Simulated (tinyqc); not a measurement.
Inside a calculation. Method: Luttinger-Kohn k.p, four valence bands. One step of it, computed by the program tinyqc.

Question. Levels at k. Diagonalise the Hermitian matrix.

H(k) at k (eV), order 3/2, 1/2, -1/2, -3/2:
$$\begin{pmatrix}
0.004918 & 0.001682+0.003364i & 0.000853-0.001261i & 0.000000 \\
0.001682-0.003364i & 0.007948 & 0.000000 & 0.000853-0.001261i \\
0.000853+0.001261i & 0.000000 & 0.007948 & -0.001682-0.003364i \\
0.000000 & 0.000853+0.001261i & -0.001682+0.003364i & 0.004918
\end{pmatrix}$$

Give: eigenvalues.

Answer.

eigenvalues (eV): [0.002, 0.002, 0.011, 0.011]
